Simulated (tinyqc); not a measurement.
Inside a calculation. Model: grain-boundary trapping model (Seto) of a polycrystalline semiconductor film. Computed by tinyqc, a small Python program that keeps every step. Command: `OMP_NUM_THREADS=1 python tinyqc.py 3002577 3002578 out.jsonl poly walk`. One thread of a shared host (Intel(R) Xeon(R) Processor @ 2.30GHz), about 0.01 s of CPU time with the checks. Intermediate numbers are printed to about 7 digits and carried at full precision; extremes and crossings named in words are read from the listed rows.

Grains of equal size L are joined by thin boundaries with one trap level. Trapped carriers deplete a width W on each side and raise a barrier, crossed by thermionic emission. Dopants are fully ionised, statistics are non-degenerate and mu_g does not depend on T.

Inputs (values chosen for the exercise, modelled on polycrystalline SiGe):
```
quantity                                     value        unit
permittivity eps                              13.5           -
effective mass m                              0.32         m_0
effective density of states at 300 K, N_c  1.5e+19      1/cm^3
grain size L                                   420          nm
trap density Q_t                           1.8e+12      1/cm^2
trap level E_t below the band edge            0.39          eV
doping N                                   2.9e+16      1/cm^3
mobility inside the grains mu_g                240  cm^2/(V s)
temperature T                                  300           K
```

Grain interior: resistance included.

Constants: e = 1.602176634e-19 C; eps_0 = 8.8541878128e-12 F/m; k_B = 8.617333262e-05 eV/K; m_0 = 9.1093837015e-31 kg; k_B = 1.380649e-23 J/K.

## Critical doping

If all traps fill, the grain is just depleted at N* = Q_t/L, with the barrier e Q_t L/(8 eps eps_0).

N* = 4.285714e+16 1/cm^3

barrier at N* with all traps filled = 1.266659 V

The traps stay filled only while e V_B is below E_t - k_B T ln(N_c(T)/N*) = 0.239 eV. The barrier above exceeds that or lies within 2 k_B T of it, so band bending brings the traps close to or above E_F before all fill, and the real maximum is lower.

## Barrier

N_c(T) = N_c (T/300 K)^(3/2). Filled traps Q = Q_t/(1 + (1/2) exp((E_t* - E_F)/k_B T)), where E_t* = e V_B - E_t and E_F are counted from the band edge at the grain centre. Partial depletion: Q = 2 N W, V_B = e N W^2/(2 eps eps_0), E_F = k_B T ln(N/N_c); solve for W. If that W would exceed L/2 the grain is fully depleted: W = L/2, Q = N L, and E_F follows from the trap equation. Centre density n_0 = N_c exp(E_F/k_B T).

depletion width W = 115.6293 nm

barrier V_B = 0.2598555 V

E_F = -0.1615365 eV

centre density n_0 = 2.90e+16 1/cm^3

The grain is partly depleted; 37.3 % of the traps are filled, and they hold 55.1 % of the carriers.

## Resistivity and effective mobility

Boundary: sigma_b = L e^2 n_0 exp(-e V_B/k_B T)/sqrt(2 pi m k_B T); drift through the grain, depleted parts included: rho_g = [(1 - 2W/L) + (2W/L) int_0^1 exp(y^2 s^2) ds]/(e n_0 mu_g); rho = 1/sigma_b + rho_g. Mean carrier density n_av = n_0 [(1 - 2W/L) + (2W/L) (sqrt(pi)/2) erf(y)/y], y = sqrt(e V_B/k_B T); effective mobility 1/(e n_av rho).

boundary resistivity = 646.1368 ohm cm

drift resistivity rho_g = 604.4820 ohm cm

resistivity rho = 1250.619 ohm cm

mean carrier density = 1.749558e+16 1/cm^3

effective mobility = 0.2852570 cm^2/(V s)

A single crystal with the same N and mu_g would have 0.897 ohm cm, a factor 1390 lower.

## Activation energy

E_a = d ln(rho)/d(1/k_B T) from T - 5 K and T + 5 K; temperature coefficient d ln(rho)/dT.

activation energy E_a = 0.3918624 eV

temperature coefficient = -5.054042 %/K

E_a is close to the trap depth E_t = 0.39 eV, since carriers must leave the traps.

## Against the doping

The formulas are those given above.

The same film:
```
N (1/cm^3)    W (nm)    V_B (V)  mean density (1/cm^3)  mobility (cm^2/(V s))  rho (ohm cm)
1.30e+15    210.0000  0.0384220           1.937212e+11           1.839104e+02  1.751888e+05
4.30e+15    210.0000  0.1270881           1.278479e+13           2.956228e+01  1.651422e+04
1.10e+16    185.2819  0.2530793           4.043701e+15           4.633872e-01  3.330938e+03
2.10e+16    135.3973  0.2580105           1.125849e+16           3.171938e-01  1.747773e+03
3.40e+16    106.9320  0.2605506           2.152013e+16           2.750198e-01  1.054583e+03
5.10e+16     87.4573  0.2614329           3.567947e+16           2.629814e-01  6.651908e+02
8.60e+16     67.0973  0.2594816           6.620840e+16           2.842510e-01  3.316458e+02
1.70e+17     46.1438  0.2425899           1.434522e+17           5.483239e-01  7.934969e+01
4.30e+17     20.9168  0.1260830           4.043269e+17           3.905544e+01  3.952532e-01
1.70e+18      5.2941  0.0319323           1.687353e+18           2.154058e+02  1.717222e-02
```

The barrier peaks among these rows at N = 5.1e16 (0.261 V) and the mobility has its minimum at 5.1e16; N* is 4.3e16. While the grain is fully depleted (W = L/2) V_B grows as N; once all traps are filled it falls as 1/N (last exponent -1.00). From 1.1e16 to 1.7e17 it is pinned, because the trap level has met E_F and the traps fill only in part. Partly depleted rows (W < L/2) with e V_B below 2 k_B T stretch the depletion approximation. Where N approaches N_c the non-degenerate statistics fail. rho drops most steeply, as N^-5.7, between 1.7e17 and 4.3e17.

Checks made by the program: charge in the traps against the depleted charge (relative difference 1e-10).
